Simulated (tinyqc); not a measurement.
## Well width from the intersubband spacing

Problem. In an empty well of width L and depth Vb, level k solves kw L/2 = (k - 1) pi/2 + arctan(sqrt((mw/mb)(Vb - E)/E)) with kw = sqrt(mw E/C), C = hbar^2/(2 m0). Find L, E1 and E2 from the spacing.

Parameters, values chosen for the exercise; material values close to those of GaN in AlGaN: mass along z in the well mw = 0.202 m0; mass along z in the barriers mb = 0.256 m0; barrier height Vb = 0.392 eV.

Constants: q = 1.602176634e-19 C, hbar = 1.054571817e-34 J s, m0 = 9.1093837015e-31 kg, hbar^2/(2 m0) = 0.0380998212 eV nm^2. Results are converted to the units shown.

E2 - E1 = 90.545915 meV

Answer. Both levels are solved for trial widths until their difference matches. A second level is bound only for L above 2.18 nm, and over that range one width gives this spacing.

L = 6.23 nm
E1 = 30.6 meV
E2 = 121 meV

Program tinyqc, `OMP_NUM_THREADS=1 python tinyqc.py 2140105 2140106 out.jsonl`; Intel Xeon 2.30GHz, shared host, one thread, about 0.2 s.
